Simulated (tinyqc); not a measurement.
Raising U: Hubbard ring of 6 sites, mean field against exact. Computed by the program tinyqc. Collinear unrestricted mean field (the lowest of 40 random starts) against exact diagonalisation.

one-body matrix (hopping and site energies) (eV):
```
         1        2        3        4        5        6
1  -0.2000  -1.6400   0.0000   0.0000   0.0000  -1.6400
2  -1.6400   0.1700  -1.6400   0.0000   0.0000   0.0000
3   0.0000  -1.6400   0.4300  -1.6400   0.0000   0.0000
4   0.0000   0.0000  -1.6400   0.0700  -1.6400   0.0000
5   0.0000   0.0000   0.0000  -1.6400   0.4100  -1.6400
6  -1.6400   0.0000   0.0000   0.0000  -1.6400  -0.2300
```

electrons, up and down: 3  3

Exact and mean-field results (eV):
```
U            U/t     E exact  E mean field  mean |n_up - n_down|  double occupancy, exact  first gap in the sector
0.8200    0.5000  -11.330480    -11.289692                0.0000                   0.2345                   3.0044
1.6400    1.0000  -10.218783    -10.054790                0.0000                   0.2174                   2.7254
3.2800    2.0000   -8.253003     -7.587567                0.0000                   0.1819                   2.1645
6.5600    4.0000   -5.380603     -4.012528                0.7561                   0.1117                   1.2687
9.8400    6.0000   -3.699188     -2.547995                0.8910                   0.0639                   0.7973
13.1200   8.0000   -2.711518     -1.774586                0.9382                   0.0392                   0.5723
19.6800  12.0000   -1.646579     -0.979342                0.9724                   0.0186                   0.3720
32.8000  20.0000   -0.748295     -0.331681                0.9900                   0.0070                   0.2231
```

Estimate the missing row, U = 4.92.

Computed row:
```
U          U/t    E exact  E mean field  mean |n_up - n_down|  double occupancy, exact  first gap in the sector
4.9200  3.0000  -6.642302     -5.359696                0.5486                   0.1455                   1.6627
```

In absolute terms mean field is worst at U/t = 4.0, 1.368 eV too high: at small U it is nearly exact, and at large U it misses only exchange-scale energies. Its local moments set in at U/t = 3.0 of those listed, a broken symmetry that the exact state of a finite cluster with equal spins does not have. Relative to the exact energy its error is 0.4 % at the smallest U, 56 % at most and 56 % at the largest. The double occupancy falls from 0.235 to 0.007.
